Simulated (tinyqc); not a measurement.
Precursor delivery and alloy composition in metal-organic vapour-phase epitaxy: one step, computed by the program tinyqc. Command: `OMP_NUM_THREADS=1 python tinyqc.py 3010512 3010513 out.jsonl movpe walk`. One thread of a shared host (Intel(R) Xeon(R) Processor @ 2.30GHz), about 0.01 s of CPU time with the checks.

Carrier gas leaves each bubbler saturated. Group-III species cross a boundary layer and react at the surface; element 2 can also desorb. The film is (1)_(1-x) (2)_x V with a zinc-blende cell.

Problem. Molar flows. Temperatures in kelvin are T(C) + 273.15. Vapour pressure p_v = 10^(a - b/T); precursor flow = carrier flow x p_v/(p_b - p_v); 1 sccm = 44.615 micromol/min; V/III = hydride flow over the sum of both; gas share x_g = F2/(F1 + F2).

Inputs (values chosen for the exercise, close to those used for InGaAs from TMGa and TMIn):

| quantity | value | unit |
|---|---|---|
| source 1: a in log10(p/torr) = a - b/T | 8.07 | - |
| source 1: b | 1703 | K |
| source 1: bath temperature | -1 | C |
| source 1: carrier flow | 4.8 | sccm |
| source 2: a | 10.52 | - |
| source 2: b | 3014 | K |
| source 2: bath temperature | 20 | C |
| source 2: carrier flow | 64 | sccm |
| bubbler pressure p_b | 400 | torr |
| group-V hydride flow | 91 | sccm |

Give: vapour pressures; molar flows; V/III ratio; gas share x_g.

Solution.

vapour pressures (torr): source 1 64.926, source 2 1.7321

molar flows (micromol/min): F1 41.496, F2 12.418

V/III ratio = 75.305

gas share x_g = 0.23033

The slope of F2 with the temperature of bath 2 is b ln(10)/T^2 x p_b/(p_b - p_v) = 8.1 % per kelvin.
